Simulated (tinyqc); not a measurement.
Two coupled magnetic layers: synthetic antiferromagnet, spin flop, exchange bias and magnetoresistance: one step, computed by the program tinyqc. Command: `OMP_NUM_THREADS=1 python tinyqc.py 3009285 3009286 out.jsonl saf walk`. One thread of a shared host (Intel(R) Xeon(R) Processor @ 2.30GHz), about 0.1 s of CPU time with the checks.

Moments lie in the plane at the angles p1, p2 from the field. Energy per area: E = J1 cos(p1 - p2) + J2 cos^2(p1 - p2) - B M_s (t1 cos p1 + t2 cos p2) + K (t1 cos^2 p1 + t2 cos^2 p2).

Task: Saturation field. The parallel state is stable while the Hessian at p1 = p2 = 0 is positive: with c = J1 + 2 J2 and u = B M_s - 2K, (u t1 - c)(u t2 - c) > c^2, so B_sat M_s = c (1/t1 + 1/t2) + 2K. B_K = 2K/M_s.

Inputs (values chosen for the exercise, for a model stack):

| quantity | value | unit |
|---|---|---|
| saturation magnetisation M_s | 980 | kA/m |
| thickness t1 | 4.4 | nm |
| thickness t2 | 4.4 | nm |
| antiferromagnetic coupling J1 | 1.5 | mJ/m^2 |
| biquadratic coupling J2 | 0 | mJ/m^2 |
| in-plane anisotropy K | 7.1 | kJ/m^3 |
| field over the saturation field | 0.17 | - |

Field direction: along the hard axis.

Give: exchange field c (1/t1 + 1/t2)/M_s; B_K; saturation field B_sat; applied field B.

Result:

exchange field c (1/t1 + 1/t2)/M_s = 695.7 mT

B_K = 14.49 mT

saturation field B_sat = 710.2 mT

applied field B = 120.7 mT
